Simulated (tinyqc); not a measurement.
Fully depleted semiconductor-on-insulator film with two gates, non-linear Poisson equation by Newton steps: one step of the calculation.

One dimension across the film, front interface at x = 0, back interface at x = ts. psi is counted from the intrinsic level, n = ni exp(psi/Vt) (source grounded), holes neglected, acceptors ionised. Gates act through Cox = eps0 eox/tox and Cbox = 3.9 eps0/tb with potentials G1 = Vg - (phiM - chi - Vt ln(Nc/ni)) and G2 = Vb - (phiB - chi - Vt ln(Nc/ni)). Classical Boltzmann densities, no interface charge, no depletion in the back plane.

Problem. Capacitances and gate potentials. ni = sqrt(Nc Nv) exp(-Eg/(2 Vt)), Eg in volts; Cox, Cbox, G1, G2 as defined; Cs = eps0 eps_r/ts; a = eps0 eps_r/h with h = ts/7; coupling ratio of a depleted film Cs Cbox/(Cox (Cs + Cbox)).

Parameters, values chosen for the exercise; band and dielectric values close to those of silicon:

| symbol | value | unit | meaning |
|---|---|---|---|
| T | 300 | K | temperature |
| Eg | 1.14 | eV | band gap |
| eps_r | 11.8 |  | relative permittivity |
| Nc | 2.83e19 | cm^-3 | conduction-band density of states at T |
| Nv | 2.66e19 | cm^-3 | valence-band density of states at T |
| chi | 4.04 | eV | electron affinity |
| eox | 7.3 |  | relative permittivity of the gate insulator (close to silicon nitride) |
| tox | 2.6 | nm | insulator thickness |
| ts | 21 | nm | film thickness |
| tb | 56 | nm | buried-oxide thickness (eps_r 3.9) |
| phiM | 4.47 | eV | work function of the front gate |
| phiB | 4.54 | eV | work function of the back plane |
| Vb | 0 | V | back-gate voltage |
| Vg | 0.11 | V | front-gate voltage |

Constants: q = 1.602176634e-19 C, kB = 1.380649e-23 J/K, Vt = kB T/q, eps0 = 8.8541878128e-14 F/cm where lengths are in cm. Results are converted to the units shown.

Find: ni; Cox; Cbox; Cs; a; G1; G2; coupling ratio.

Solution.

ni = 7.290e9 cm^-3
Cox = 2.486 uF/cm^2
Cbox = 0.06166 uF/cm^2
Cs = 0.4975 uF/cm^2
a = 3.483 uF/cm^2
G1 = 0.2508 V
G2 = 0.07080 V
coupling ratio = 0.02207

Computed by the program tinyqc: `OMP_NUM_THREADS=1 python tinyqc.py 2190021 2190022 out.jsonl`, one thread of a shared Intel Xeon 2.30GHz, about 0.4 s for the whole run.
